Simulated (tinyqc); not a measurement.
# Trap density from the leakage

Question. Trap-assisted leakage is J = q Nt times the integral over x of the rate through one trap. Find Nt, the areal density Nt t and the mean in-plane spacing (Nt t)^(-1/2).

Inputs (values chosen for the exercise):
- t = 4.3 nm (thickness)

Constants: q = 1.602176634e-19 C. Results are converted to the units shown.

J = 7.3646844e-6 A/cm^2
integral of the rate over x = 353.59034 nm/s

Answer. J is proportional to Nt.

Nt = 1.30e18 cm^-3
Nt t = 5.59e11 cm^-2
in-plane spacing = 13.4 nm

Numbers from tinyqc (`OMP_NUM_THREADS=1 python tinyqc.py 2370101 2370102 out.jsonl`; about 0.03 s on one thread of a shared Intel Xeon 2.30GHz).
